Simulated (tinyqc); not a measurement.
# ESD clamp with bipolar snapback, compact model and design window: what changes with what

The drain junction multiplies the current that enters it: Igen = (M - 1)(Ic + I0), M = 1/(1 - (Vj/BV)^n). The generated holes leave through the substrate resistance and the base of the parasitic npn: Igen = Vb/Rb + Ic/be, Ic = Is exp(Vb/Vt). Terminal current I = Ic + I0 + Igen and voltage V = Vj + I Ro, per width. Isothermal, constant gain.

Inputs (values chosen for the exercise); values close to those of grounded-gate n-channel clamps:

| symbol | value | unit | meaning |
|---|---|---|---|
| T | 300 | K | temperature |
| BV | 7.2 | V | junction breakdown voltage |
| n | 3.6 |  | exponent of the multiplication |
| be | 6.5 |  | current gain of the parasitic npn |
| Is | 2.9e-18 | A/um | saturation current |
| I0 | 1.1e-12 | A/um | junction leakage |
| Rb | 49000 | ohm um | substrate resistance |
| Ro | 300 | ohm um | drain ballast and contact resistance |
| It2 | 4.9 | mA/um | failure current for 100 ns |

Constants: q = 1.602176634e-19 C, kB = 1.380649e-23 J/K, Vt = kB T/q. Results are converted to the units shown.

Each table varies one quantity; the others keep the values above.

## Failure current against pulse length

Power to failure goes as 1/t for pulses shorter than ta = 14 ns (adiabatic) and as 1/sqrt(t) beyond: Pf = P100 sqrt(100 ns/t) for t > ta and Pf(ta) ta/t below, with P100 = Vt2 It2 at 100 ns. The failure current solves V I = Pf on the curve (I(Vb), V(Vb)). For given Vb: Ic, Igen, M = 1 + Igen/(Ic + I0), Vj = BV (1 - 1/M)^(1/n), I and V. Vt1 is the maximum of V along the curve, Vh the following minimum, Vt2 the voltage at I = It2.

Result of one run:

| t (ns) | Pf (mW/um) | failure current (mA/um) | V at failure (V) | energy (nJ/um) |
|---|---|---|---|---|
| 200 | 19.44 | 3.697 | 5.259 | 3.889 |

What becomes of these results when the pulse length t is changed from 200 to 2 ns, all else the same?

Result of the changed run:

| t (ns) | Pf (mW/um) | failure current (mA/um) | V at failure (V) | energy (nJ/um) |
|---|---|---|---|---|
| 2 | 514.4 | 35.11 | 14.65 | 1.029 |

The whole series:

| t (ns) | Pf (mW/um) | failure current (mA/um) | V at failure (V) | energy (nJ/um) |
|---|---|---|---|---|
| 1 | 1029 | 52.10 | 19.75 | 1.029 |
| 2 | 514.4 | 35.11 | 14.65 | 1.029 |
| 5 | 205.8 | 20.21 | 10.18 | 1.029 |
| 10 | 102.9 | 12.88 | 7.989 | 1.029 |
| 20 | 61.49 | 9.002 | 6.830 | 1.230 |
| 50 | 38.89 | 6.417 | 6.060 | 1.944 |
| 100 | 27.50 | 4.900 | 5.612 | 2.750 |
| 200 | 19.44 | 3.697 | 5.259 | 3.889 |
| 500 | 12.30 | 2.501 | 4.917 | 6.149 |

The failure current falls from 52.1 to 2.50 mA/um, as t^(-0.57) at the start and t^(-0.43) at the end, more slowly than the power since V rises with I. The voltage at failure falls from 19.7 to 4.92 V.

## Effect of the exponent of the multiplication

Same model as above.

It1 and Ih are the currents at Vt1 and Vh.

Effect of the exponent of the multiplication:

| n | Vt1 (V) | It1 (uA/um) | Vh (V) | Ih (uA/um) | Vt2 (V) | Vt2 - Vt1 (V) |
|---|---|---|---|---|---|---|
| 2 | 7.203 | 9.966 | 3.043 | 665.5 | 4.131 | -3.072 |
| 2.5 | 7.203 | 10.09 | 3.623 | 652.4 | 4.717 | -2.486 |
| 3 | 7.203 | 10.19 | 4.075 | 632.3 | 5.178 | -2.025 |
| 3.5 | 7.203 | 10.28 | 4.432 | 610.2 | 5.547 | -1.656 |
| 4 | 7.203 | 10.35 | 4.722 | 588.4 | 5.847 | -1.356 |
| 4.5 | 7.203 | 10.42 | 4.960 | 567.5 | 6.096 | -1.107 |
| 5 | 7.203 | 10.48 | 5.159 | 547.9 | 6.305 | -0.8977 |
| 5.5 | 7.203 | 10.53 | 5.328 | 529.6 | 6.483 | -0.7195 |
| 6 | 7.203 | 10.58 | 5.472 | 512.6 | 6.637 | -0.5660 |

As n goes from 2 to 6, Vt1 stays near 7.20 V, It1 rises from 9.97 to 10.6 uA/um, Vh rises from 3.04 to 5.47 V and Vt2 rises from 4.13 to 6.64 V. Vt2 exceeds Vt1, the condition for all fingers to turn on, in 0 of the 9 rows.

## Effect of the substrate resistance

Same model as above.

Effect of the substrate resistance:

| Rb (ohm um) | Vt1 (V) | It1 (uA/um) | Vh (V) | Ih (uA/um) | Vt2 (V) | Vt2 - Vt1 (V) |
|---|---|---|---|---|---|---|
| 4900 | 7.237 | 128.6 | 5.262 | 1714 | 5.841 | -1.396 |
| 11000 | 7.215 | 53.24 | 4.900 | 1209 | 5.704 | -1.512 |
| 23000 | 7.207 | 23.72 | 4.665 | 864.5 | 5.642 | -1.564 |
| 49000 | 7.203 | 10.29 | 4.495 | 605.8 | 5.612 | -1.591 |
| 1.1e5 | 7.201 | 4.184 | 4.369 | 410.2 | 5.596 | -1.605 |
| 2.3e5 | 7.201 | 1.826 | 4.291 | 285.7 | 5.590 | -1.611 |
| 4.9e5 | 7.200 | 0.7726 | 4.235 | 196.4 | 5.587 | -1.613 |

Read the table: what changes, and by how much?

As Rb goes from 4900 to 4.9e5 ohm um, Vt1 falls from 7.24 to 7.20 V, It1 falls from 129 to 0.773 uA/um, Vh falls from 5.26 to 4.23 V and Vt2 falls from 5.84 to 5.59 V. Vt2 exceeds Vt1, the condition for all fingers to turn on, in 0 of the 7 rows. It1 goes as Rb^(-1.11); the product It1 Rb, close to the base voltage at the trigger, goes from 0.630 to 0.379 V.

Numbers from tinyqc (`OMP_NUM_THREADS=1 python tinyqc.py 2670129 2670130 out.jsonl`; about 0.02 s on one thread of a shared Intel Xeon 2.30GHz).
